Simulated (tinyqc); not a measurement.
What each parameter does: quaternary alloy A(x)B(1-x)C(y)D(1-y) matched to a substrate.

Q(x,y) = x y Q_AC + x (1 - y) Q_AD + (1 - x) y Q_BC + (1 - x)(1 - y) Q_BD for the lattice constant. Gap, rule 1: Q(x,y) - x (1 - x)[y C_ABC + (1 - y) C_ABD] - y (1 - y)[x C_ACD + (1 - x) C_BCD]. Rule 2 (mean of ternaries): {x (1 - x)[y T_ABC(x) + (1 - y) T_ABD(x)] + y (1 - y)[x T_ACD(y) + (1 - x) T_BCD(y)]}/{x (1 - x) + y (1 - y)}, T_ABC(x) = x E_AC + (1 - x) E_BC - C_ABC x (1 - x), T_ACD(y) = y E_AC + (1 - y) E_AD - C_ACD y (1 - y), and alike. Only the Gamma valley is followed.

Matching a(x,y) = a_s gives x = (a_s - y a_BC - (1 - y) a_BD)/(y (a_AC - a_BC) + (1 - y)(a_AD - a_BD)).

Values chosen for the exercise (AC, AD, BC, BD near GaAs, GaSb, InAs and InSb; substrate near GaSb; shifted at random, so the results belong to these values and not to a real crystal): a = (5.653, 6.102, 6.054, 6.473) angstrom (lattice constants of AC, AD, BC, BD); Eg = (1.538, 0.823, 0.42, 0.234) eV (gaps at Gamma of AC, AD, BC, BD); Cb = (0.474, 0.433, 1.328, 0.61) eV (bowing of ABC, ABD, ACD, BCD); a_s = 6.102 angstrom (substrate); y = 0.22 (fraction of C).

x is matched anew each time.

Results for these values:

| case | x | rule 1 (eV) | rule 2 (eV) |
|---|---|---|---|
| base | 0.7384 | 0.5147 | 0.6585 |

What happens to each result for Eg = (1.588, 0.823, 0.42, 0.234) eV, all else kept?

Answer: x does not change at the printed digits; rule 1 rises from 0.5147 to 0.5229; rule 2 rises from 0.6585 to 0.6666.

The same for each parameter in turn:

| case | x | rule 1 (eV) | rule 2 (eV) |
|---|---|---|---|
| base | 0.7384 | 0.5147 | 0.6585 |
| y = 0.21 | 0.7501 | 0.5249 | 0.6648 |
| a_s = 6.098 angstrom | 0.7490 | 0.5232 | 0.6658 |
| Cb = (0.569, 0.52, 1.594, 0.732) eV | 0.7384 | 0.4584 | 0.6310 |
| Eg = (1.588, 0.823, 0.42, 0.234) eV | 0.7384 | 0.5229 | 0.6666 |
| a = (5.663, 6.102, 6.054, 6.473) angstrom | 0.7427 | 0.5182 | 0.6615 |

Program tinyqc; command `OMP_NUM_THREADS=1 python tinyqc.py 1081194 1081195 out.jsonl`; about 0.01 s on one thread of a shared Intel(R) Xeon(R) Processor @ 2.30GHz.
